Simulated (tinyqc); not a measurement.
Inputs raised by 5 %, one at a time: valley-orbit splitting of a donor ground state, with strain. Computed by tinyqc, a small Python program. Command: `OMP_NUM_THREADS=1 python tinyqc.py 3030955 3030956 out.jsonl valleyorbit sens`. One thread of a shared host (Intel(R) Xeon(R) Processor @ 2.30GHz), about 0.01 s of CPU time with the checks.

The basis is the 1s envelope in each valley; energies are counted from the unstrained conduction-band edge. The strain is e_s (a a^T - 1/3) for the unit stress axis a, so valley j along n_j moves by Xi_u e_s w_j with w_j = (n_j.a)^2 - 1/3: -1/3 for x and y, +2/3 for z.

Inputs (values chosen for the exercise, modelled on donors in silicon): single-valley binding energy E_0 = 30.9 meV; central-cell shift Lambda = 6.2 meV; coupling Delta_1 = 4.32 meV; coupling Delta_2 = 3.31 meV; shear deformation potential Xi_u = 9.12 eV; shear strain e_s = 0.00016; temperature T = 30 K; donor density N_D = 1.8e+15 cm^-3; density-of-states mass of one valley m_e = 0.318 m_0.

Valleys: six along <100>. Stress axis: [001].

Constants: k_B = 8.617333262e-05 eV/K; m_0 = 9.1093837015e-31 kg; k_B = 1.380649e-23 J/K; h = 6.62607015e-34 J s.

Method:
- H_jj = -(E_0 + Lambda) + Xi_u e_s w_j; H_jk = -Delta_2 between opposite valleys and -Delta_1 between perpendicular ones.
- Diagonalise H; the ground vector has positive components. The density at the nucleus, and so the contact hyperfine coupling, scales as (sum_j c_j)^2/(number of valleys), which is 1 without strain; the envelopes are held fixed.
- The binding energy is counted from the lowest valley edge, min_j Xi_u e_s w_j; the gap is from the ground state to the next level.
- z = sum over levels of exp(-(E - E_ground)/k_B T), the ground-state share being 1/z; N_c = 2 (2 pi m_e k_B T/h^2)^(3/2) sum_j exp(-(shift_j - lowest shift)/k_B T); n1 = N_c/(2 z) exp(-binding/k_B T), binding = lowest shift - E_ground; without compensation n = 2 N_D/(1 + sqrt(1 + 4 N_D/n1)) (Boltzmann statistics; p and higher states left out).

Runs; columns: (1) input moved; (2) from; (3) to; (4) binding energy under strain (meV); (5) gap to the first excited state (meV); (6) free electrons n (cm^-3); (7) share of neutral donors in the ground state:
```
(1)                                         (2)       (3)    (4)    (5)        (6)     (7)
base run                                      -         -  57.22  23.43  4.005e+11  0.9996
single-valley binding energy E_0 (meV)     30.9    32.445  58.77  23.43  2.970e+11  0.9996
central-cell shift Lambda (meV)             6.2      6.51  57.53  23.43  3.772e+11  0.9996
coupling Delta_1 (meV)                     4.32     4.536  58.08  24.29  3.389e+11  0.9997
coupling Delta_2 (meV)                     3.31    3.4755  57.39  23.76  3.879e+11  0.9996
shear deformation potential Xi_u (eV)      9.12     9.576  57.20  23.41  4.010e+11  0.9996
shear strain e_s                        0.00016  0.000168  57.20  23.41  4.010e+11  0.9996
donor density N_D (cm^-3)               1.8e+15  1.89e+15  57.22  23.43  4.104e+11  0.9996
```

Exponents ln(y'/y) / ln(x'/x); columns: (1) input; (2) binding energy under strain; (3) gap to the first excited state; (4) free electrons n; (5) share of neutral donors in the ground state:
```
(1)                                  (2)     (3)     (4)    (5)
single-valley binding energy E_0   0.546   0.000  -6.124  0.000
central-cell shift Lambda          0.111   0.000  -1.229  0.000
coupling Delta_1                   0.307   0.741  -3.420  0.002
coupling Delta_2                   0.059   0.288  -0.656  0.001
shear deformation potential Xi_u  -0.008  -0.020   0.026  0.000
shear strain e_s                  -0.008  -0.020   0.026  0.000
donor density N_D                  0.000   0.000   0.500  0.000
```

To which inputs is each result most sensitive?

Among the inputs moved here: binding energy under strain answers most in size to single-valley binding energy E_0 (exponent +0.546), next to coupling Delta_1 (+0.307); its exponent is below 0.0005 for donor density N_D. gap to the first excited state answers most in size to coupling Delta_1 (exponent +0.741), next to coupling Delta_2 (+0.288); its exponent is below 0.0005 for single-valley binding energy E_0, central-cell shift Lambda, donor density N_D. free electrons n answers most in size to single-valley binding energy E_0 (exponent -6.124), next to coupling Delta_1 (-3.420). Its exponent +0.500 in donor density N_D: freeze-out, n = sqrt(n1 N_D). share of neutral donors in the ground state hardly depends on these (all exponents below 0.005).
